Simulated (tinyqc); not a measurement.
Coherent transport through a tight-binding region between two chains, step by step. One step of it, computed by the program tinyqc.

Task: Transmission at E = -0.73 eV. Surface Green function g = (E - i sqrt(4 t^2 - E^2)) / (2 t^2); self-energy tc^2 g on each contact site; G = (E - H - Sigma)^(-1); Gamma = -2 Im Sigma; T = Gamma_L Gamma_R |G_LR|^2; local density of states -Im G_ii / pi.

H of the central region (eV):
```
,1,2
1,0.000000,-1.660000
2,-1.660000,0.000000
```

Leads: semi-infinite chains with site energy 0:
```
parameter,value
lead hopping t (eV),1.560000
coupling to the left lead (eV),0.220000
coupling to the right lead (eV),0.920000
left contact site,1
right contact site,2
```

E = -0.730000 eV

Give: g; G; local density of states; transmission.

Result:

g = -0.1500-0.6232i 1/eV

G (1/eV):
```
,1,2
1,0.2133-0.2623i,0.6905-0.1181i
2,0.6905-0.1181i,0.2985-0.0640i
```

local density of states (1/eV): 0.0835  0.0204

transmission = 0.0312
